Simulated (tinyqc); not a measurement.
Thickness series: competing polymorphs of an oxide film: bulk, surface, grain-boundary, dopant and field terms. Computed by tinyqc, a small Python program. Command: `OMP_NUM_THREADS=1 python tinyqc.py 3014459 3014460 out.jsonl polymorph walk`. One thread of a shared host (Intel(R) Xeon(R) Processor @ 2.30GHz), about 0.01 s of CPU time with the checks.

Phases: monoclinic m (reference), polar orthorhombic o, tetragonal t. Free energies per formula unit (f.u.); 1 J/m^2 x angstrom^3/nm = 6.241509 meV.

Inputs (values chosen for the exercise, for a model oxide):

| quantity | value | unit |
|---|---|---|
| energy of the polar phase o over m | 81.7 | meV/f.u. |
| energy of the tetragonal phase t over m | 107 | meV/f.u. |
| entropy of o over m | 0.0057 | meV/(f.u. K) |
| entropy of t over m | 0.062 | meV/(f.u. K) |
| surface energy of m | 3.36 | J/m^2 |
| surface energy of o | 2.79 | J/m^2 |
| surface energy of t | 2.6 | J/m^2 |
| grain-boundary energy over surface energy | 0.74 | - |
| volume per formula unit Omega | 33.3 | angstrom^3 |
| grain radius R | 22 | nm |
| temperature T | 1100 | K |
| dopant content x | 0.64 | % |
| shift of o per % of dopant | -6.3 | meV/f.u. |
| shift of t per % of dopant | -20 | meV/f.u. |
| width sigma of ln R | 0.3 | - |
| interlayer thickness (SiO2) | 0.99 | nm |

Geometry: columnar grains in a film.

permittivities of m, o, t: 18  24  36

Method:
- Bulk term b = H - T S + (shift) x, zero for m. The undoped bulk turns from m to t at T = H_t/S_t.
- With G = b + gamma Omega A (b the bulk free energy per formula unit, A the area per volume), two phases i, j cross at A_ij = (b_j - b_i)/(Omega (gamma_i - gamma_j)); o has a window only if A_mo < A_ot.
- Area per volume: A = 2/h + f_b/R (two free faces; the side wall 2/R is shared by two grains and carries f_b gamma); G = b + gamma Omega A.
- Grain radii are log-normal by volume with median R and width sigma; the share with A above A* is that with radius below R*, R* = f_b/(A* - 2/h) (all grains if A* <= 2/h), share = (1/2) erfc[-ln(R*/R)/(sqrt 2 sigma)]. Effective permittivity of a layer of thickness h built of such grains, taken in parallel: sum of share x eps; EOT = interlayer + 3.9 h/eps.
- The median radius is held at R.

b (meV/f.u.): m 0.000, o 71.398, t 26.000

A_mo = 0.602667 1/nm

A_ot = -1.14961 1/nm

A_mt = 0.164599 1/nm

Against thickness:

| h (nm) | A at R (1/nm) | share m | share o | share t | eps | EOT (nm) |
|---|---|---|---|---|---|---|
| 3 | 0.70030 | 0.00000 | 0 | 1.0000 | 36.000 | 1.3150 |
| 4 | 0.53364 | 0.00000 | 0 | 1.0000 | 36.000 | 1.4233 |
| 6 | 0.36697 | 0.00000 | 0 | 1.0000 | 36.000 | 1.6400 |
| 8 | 0.28364 | 0.00000 | 0 | 1.0000 | 36.000 | 1.8567 |
| 11 | 0.21545 | 0.00000 | 0 | 1.0000 | 36.000 | 2.1817 |
| 15 | 0.16697 | 0.40374 | 0 | 0.5963 | 28.733 | 3.0260 |
| 22 | 0.12455 | 0.99553 | 0 | 0.0045 | 18.080 | 5.7354 |
| 35 | 0.09078 | 0.99995 | 0 | 0.0001 | 18.001 | 8.5729 |

From 3 to 35 nm the share of t goes from 1.00 to 0.00 and that of m from 0.00 to 1.00; o stays under 2 %. A at the median radius runs from 0.700 down to 0.091 1/nm, against the crossings A_mo = 0.603, A_ot = -1.150 and A_mt = 0.165; the majority phase is t in the thinnest film and m in the thickest.

Extremes, crossings and ranges named in words are read from the listed rows.
